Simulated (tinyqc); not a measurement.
Surface photovoltage measurement of the minority-carrier diffusion length in a wafer: one step, computed by the program tinyqc. Command: `OMP_NUM_THREADS=1 python tinyqc.py 3130085 3130086 out.jsonl spv walk`. One thread of a shared host (Intel(R) Xeon(R) Processor @ 2.30GHz), about 0.01 s of CPU time with the checks.

Low injection, steady light, a depletion layer much thinner than 1/alpha and L. The excess density dn is taken at the front edge of the neutral region; light that reaches the back is lost.

Question. The linear plot. alpha = (84.732/lambda - 76.417)^2 per cm with lambda in micrometre (an empirical fit for silicon between 0.7 and 1.05 micrometre). Thick wafer: dn = Phi L/((S_f + D/L)(L + 1/alpha)). Finite wafer, with s = S_b L/D, w = W/L, a = alpha L: dn = [Phi a/(a^2 - 1)] [a - B - exp(-alpha W)(a - s)/(cosh w + s sinh w)]/(S_f + B D/L), B = (sinh w + s cosh w)/(cosh w + s sinh w). Readings y = (Phi/dn) (1 + noise x g) at 780, 830, 880, 920, 950, 975 and 995 nm; a least-squares line y = c (1/alpha + L_app) gives L_app = intercept/slope.

Inputs (values chosen for the exercise, modelled on p-type silicon at room temperature):

| quantity | value | unit |
|---|---|---|
| diffusion length L | 130 | micrometre |
| wafer thickness W | 775 | micrometre |
| diffusivity D | 33 | cm^2/s |
| front recombination velocity S_f | 35000 | cm/s |
| back recombination velocity S_b | 49000 | cm/s |
| photon flux entering | 2.7e+11 | 1/(cm^2 s) |
| relative noise of each reading | 0 | % |

normal deviates g for the noise: -0.37  1.37  -1.19  -0.49  0.15  0.18  0.14

Give: the table «Readings» with the columns 1/alpha (micrometre), y (cm/s), line (cm/s), for lambda (nm) = 780, 830, 880, 920, 950, 975, 995; slope; apparent length L_app; error of L_app (rounded to 0.001).

Answer.

Readings:

| lambda (nm) | 1/alpha (micrometre) | y (cm/s) | line (cm/s) |
|---|---|---|---|
| 780 | 9.6 | 40321 | 40320 |
| 830 | 15.2 | 41921 | 41920 |
| 880 | 25.3 | 44853 | 44853 |
| 920 | 40.7 | 49279 | 49279 |
| 950 | 61.3 | 55234 | 55235 |
| 975 | 90.9 | 63793 | 63794 |
| 995 | 130.9 | 75339 | 75338 |

slope = 288.8 cm/(s micrometre)

apparent length L_app = 130.0 micrometre

error of L_app (rounded to 0.001) = -0.017 %

At W/L = 6.0 the finite thickness shifts L_app by less than 0.05 %. S_f scales all readings alike and leaves L_app unchanged.
